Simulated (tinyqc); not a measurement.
MOS capacitor on a p-type substrate, surface potential from the exact charge relation: two steps of the calculation.

Uniform p-type substrate, Boltzmann statistics, full ionisation, classical densities. psi is the surface potential against the body (positive when the bands bend down) and u = psi/Vt. Traps are spread evenly over the gap and neutral at flat band, so their charge is -q Dit psi; the minority quasi-Fermi level is shifted by Vb.

Values chosen for this exercise; band and dielectric values those of a made-up semiconductor: temperature T = 293 K; band gap Eg = 1.28 eV; relative permittivity eps_r = 14.4; conduction-band density of states at T Nc = 2.46e19 cm^-3; valence-band density of states at T Nv = 2.34e19 cm^-3; electron affinity chi = 4.14 eV; acceptor density of the substrate N = 4e17 cm^-3; relative permittivity of the gate insulator (close to silicon dioxide) eox = 3.9; insulator thickness tox = 6.7 nm; gate work function phiM = 5.39 eV; fixed charge at the interface, in units of q Nf = 0 cm^-2; density of interface traps Dit = 0 cm^-2 eV^-1; reverse bias of the inversion layer against the body Vb = 0.7 V.

Constants: q = 1.602176634e-19 C, kB = 1.380649e-23 J/K, Vt = kB T/q, eps0 = 8.8541878128e-14 F/cm where lengths are in cm. Results are converted to the units shown.

Question 1. Flat band, threshold and scales. ni = sqrt(Nc Nv) exp(-Eg/(2 Vt)), Eg in volts; phiF = Vt ln(N/ni); Cox = eps0 eox/tox; Vfb = phiM - chi - (Eg - Vt ln(Nv/N)) - q Nf/Cox; Q0 = sqrt(2 eps0 eps_r q N Vt); r = (ni/N)^2 exp(-Vb/Vt); VT = Vfb + [(2 phiF + Vb)(1 + q Dit/Cox) + sqrt(2 eps0 eps_r q N (2 phiF + Vb))/Cox].

Give: ni; phiF; Cox; Vfb; Q0; r; VT.

Answer 1.

ni = 2.3533e8 cm^-3
phiF = 0.53663 V
Cox = 0.51539 uF/cm^2
Vfb = 0.072738 V
Q0 = 64.236 nC/cm^2
r = 3.1537e-31
VT = 2.8905 V

Question 2. Charges, field and capacitances at the solution. u = psi/Vt; F^2 = exp(-u) + u - 1 + r (exp(u) - u - 1); Qs = -sign(u) Q0 F; Cs = -dQs/dpsi = (Q0/Vt) |1 - exp(-u) + r (exp(u) - 1)|/(2 F). Low frequency: 1/C_LF = 1/Cox + 1/(Cs + q Dit). High frequency, in the simple estimate in which traps and minority carriers do not follow: 1/C_HF = 1/Cox + 1/Cd, Cd being Cs with r = 0 at the same psi. Minority sheet density N_inv = (Q0/(2 q)) int_0^u r (exp(t) - 1)/F(t) dt for u > 0. Oxide field |Qs - q Dit psi + q Nf|/(eps0 eox).

converged psi = 1.8882310 V

Give: Qs; N_inv; oxide field; Cs; C_LF/Cox; C_HF/Cox.

Answer 2.

Qs = -834.4 nC/cm^2
N_inv = 1.775e12 cm^-2
oxide field = 2.416 MV/cm
Cs = 9.397 uF/cm^2
C_LF/Cox = 0.9480
C_HF/Cox = 0.2232

The surface is in strong inversion (borders at |psi| = 0, phiF + Vb and 2 phiF + Vb = 1.77 V). Minority carriers make up 34.1 % of Qs.

tinyqc, about 0.02 s, one thread, Intel Xeon 2.30GHz (shared host): `OMP_NUM_THREADS=1 python tinyqc.py 2060133 2060134 out.jsonl`
